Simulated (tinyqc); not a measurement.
What an interlayer buys: scattering of inversion-layer electrons by surface optical phonons of the gate insulator (remote phonon scattering). Computed by tinyqc, a small Python program. Command: `OMP_NUM_THREADS=1 python tinyqc.py 3110762 3110763 out.jsonl sophonon walk`. One thread of a shared host (Intel(R) Xeon(R) Processor @ 2.30GHz), about 0.02 s of CPU time with the checks.

One subband with the Fang-Howard envelope; insulator and channel are half-spaces, the gate is far away, and an interlayer only moves the polar surface away by t (its own modes and its permittivity contrast are left out).

Inputs (values chosen for the exercise, modelled on SiO2 on In0.53Ga0.47As):

| quantity | value | unit |
|---|---|---|
| static constant of the insulator eps_0s | 3.94 | - |
| intermediate constant eps_i | 3.09 | - |
| optical constant eps_inf | 2.55 | - |
| hbar omega_TO1 | 56.1 | meV |
| hbar omega_TO2 | 135 | meV |
| constant of the channel eps_s | 13.9 | - |
| in-plane mass m | 0.0433 | m_0 |
| valleys g_v | 1 | - |
| sheet density n | 1.5e+12 | 1/cm^2 |
| mean distance of the electrons z0 = 3/b | 4.2 | nm |
| interlayer thickness t | 0 | nm |
| temperature T | 150 | K |
| mobility from other processes | 3480 | cm^2/(V s) |

Screening by the channel electrons: none.

Constants: k_B = 8.617333262e-05 eV/K; hbar^2/(2 m_0) = 3.80998212 eV angstrom^2; e^2/(4 pi eps_0) = 14.39964548 eV angstrom; hbar = 6.582119569e-16 eV s; e = 1.602176634e-19 C; m_0 = 9.1093837015e-31 kg.

Method:
- eps(w) = eps_inf + (eps_0s - eps_i) w1^2/(w1^2 - w^2) + (eps_i - eps_inf) w2^2/(w2^2 - w^2). Surface modes solve eps(w) + eps_s = 0, a quadratic in w^2; the strength of a mode is g = 2/(w d eps/dw).
- Occupation N = 1/(exp(hbar w/(k_B T)) - 1).
- Density of states D = g_v m/(pi hbar^2); eta = E_F/(k_B T) = ln(exp(n/(D k_B T)) - 1); screening wave number q_s = e^2 D/(2 eps_0 eps_avg) x 1/(1 + exp(-eta)), eps_avg = (eps_s + eps_inf)/2; b = 3/z0.
- For a mode of strength g, without the occupation factor, Area x |M(q)|^2 = e^2 hbar w g/(2 eps_0 q) x (b/(b + q))^6 exp(-2 q t).
- Approximate momentum relaxation rate, taking tau v alike in the initial and final states: 1/tau = (m/(2 pi hbar^3)) sum over modes and over absorption (N, E' = E + hbar w) and emission (N + 1, E' = E - hbar w > 0) of [(1 - f(E'))/(1 - f(E))] int_0^(2 pi) Area |M(q)|^2 (1 - cos theta) d theta, q^2 = k^2 + k'^2 - 2 k k' cos theta, f the Fermi function; 48 midpoints in theta from 0 to pi.
- mu = (e/m) int tau E f (1 - f) dE/(k_B T int f dE), by 300 midpoints from 0 to (max(eta, 0) + 14) k_B T; Matthiessen sum with the other processes.

hbar omega_SO (meV): 1 57.477, 2 137.221

strengths g: 1 0.00276509, 2 0.00197137

occupations N: 1 0.0118574, 2 0.0000245

b = 0.714286 1/nm

q_s = 0.198641 1/nm

eta = 6.41403

Against the interlayer thickness:

| t (nm) | remote-phonon mobility (cm^2/(V s)) | total (cm^2/(V s)) |
|---|---|---|
| 0.0 | 3.4379e+06 | 3476.5 |
| 0.3 | 4.2728e+06 | 3477.2 |
| 0.6 | 5.2748e+06 | 3477.7 |
| 1.0 | 6.9145e+06 | 3478.2 |
| 1.5 | 9.5481e+06 | 3478.7 |
| 2.0 | 1.2971e+07 | 3479.1 |
| 3.0 | 2.2912e+07 | 3479.5 |

What does the comparison show, and why?

1 nm of interlayer raises the remote-phonon mobility by a factor 2.01, as exp(2 q t) with an effective q of 0.35 per nm; between 2 and 3 nm the effective q is 0.28. The total stays at 3480 over the first nanometre.

Extremes, crossings and ranges named in words are read from the listed rows.
